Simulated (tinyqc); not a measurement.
# Admittance spectroscopy of a deep trap: two studies

Schottky contact on an n-type layer with shallow donors Nd (all ionised) and a donor-like deep trap, neutral when filled and positive when empty; depletion approximation. Traps within lam of the depletion edge stay filled. The traps at xt = W - lam, where the level crosses the Fermi level, follow a slow signal and not a fast one. w = 2 pi f.

Inputs (values chosen for the exercise); material values close to those of silicon: relative permittivity eps_r = 11.7; conduction-band density of states at 300 K Nc = 2.76e19 cm^-3; thermal velocity at 300 K vth = 2.3e7 cm/s; shallow donor density Nd = 7.9e16 cm^-3; built-in voltage Vbi = 0.71 V; depth of the trap below the conduction edge Et = 0.35 eV; capture cross-section sn = 1.6e-17 cm^2; trap density Nt = 1.8e16 cm^-3; reverse bias Vr = 1.8 V; temperature T = 258 K.

Constants: q = 1.602176634e-19 C, kB = 1.380649e-23 J/K, eps0 = 8.8541878128e-14 F/cm where lengths are in cm. Results are converted to the units shown.

Each table varies one quantity; the others keep the values above.

## Effect of the trap density

Emission rate en = sn vth(T) Nc(T) exp(-Et/kB T) = sn g T^2 exp(-Et/kB T), g = vth Nc/(300 K)^2, as vth goes as T^0.5 and Nc as T^1.5 (degeneracy factor 1). lam = sqrt(2 eps0 eps_r (EF - ET)/(q Nd)), EF - ET = Et - (kB T/q) ln(Nc(T)/Nd), Nc(T) = Nc (T/300 K)^1.5. In the steady state at the band bending V, 2 eps0 eps_r V/q = Nd W^2 + Nt (W - lam)^2 (the second term only if W > lam). V = Vbi + Vr. C_HF = eps0 eps_r/W, C_LF = eps0 eps_r (Nd + Nt)/(Nd W + Nt xt). Inflection frequency w0 = 2 en [1 + Nt xt/(Nd W)]; C = C_HF + (C_LF - C_HF)/(1 + (w/w0)^2), G/w = (C_LF - C_HF)(w/w0)/(1 + (w/w0)^2).

Results:

| Nt (cm^-3) | W (nm) | step (% of C_HF) | w0/(2 en) |
|---|---|---|---|
| 1.6e15 | 201.70 | 0.60064 | 1.0142 |
| 3.7e15 | 200.43 | 1.3728 | 1.0327 |
| 8.7e15 | 197.54 | 3.1422 | 1.0763 |
| 4.6e16 | 180.79 | 14.088 | 1.3869 |
| 1.1e17 | 162.90 | 27.674 | 1.8738 |
| 2.5e17 | 141.99 | 48.076 | 2.8124 |

Estimate the missing row, Nt = 2e16 cm^-3.

Computed row:

| Nt (cm^-3) | W (nm) | step (% of C_HF) | w0/(2 en) |
|---|---|---|---|
| 2e16 | 191.68 | 6.8306 | 1.1730 |

With this row back in the table: The step rises from 0.601 to 48.1 %, as Nt^(0.99) between the first two rows and Nt^(0.67) between the last two, and w0/(2 en) rises from 1.01 to 2.81: for Nt near Nd the rule w0 = 2 en overstates the cross-section by that factor.

## Admittance against frequency

Same model as above.

V = Vbi + Vr.

Results:

| f (Hz) | C (nF/cm^2) | G/w (nF/cm^2) |
|---|---|---|
| 17 | 57.10 | 0.1407 |
| 33 | 57.09 | 0.2718 |
| 64 | 57.03 | 0.5176 |
| 120 | 56.84 | 0.9138 |
| 240 | 56.23 | 1.468 |
| 470 | 55.18 | 1.649 |
| 1800 | 53.93 | 0.7105 |
| 3500 | 53.81 | 0.3787 |
| 6800 | 53.78 | 0.1968 |
| 13000 | 53.77 | 0.1032 |

Estimate the missing row, f = 920 Hz.

Computed row:

| f (Hz) | C (nF/cm^2) | G/w (nF/cm^2) |
|---|---|---|
| 920 | 54.31 | 1.225 |

With this row back in the table: C falls from 57.1 to 53.8 nF/cm^2, between C_LF = 57.1 and C_HF = 53.8, and G/w goes from 0.141 through a maximum of 1.65 (at f = 470 Hz among the rows listed) to 0.103 nF/cm^2. The exact peak is half of the step, 1.67 nF/cm^2, at 402 Hz.

Computed by the program tinyqc: `OMP_NUM_THREADS=1 python tinyqc.py 2050105 2050106 out.jsonl`, one thread of a shared Intel Xeon 2.30GHz, about 0.01 s for the whole run.
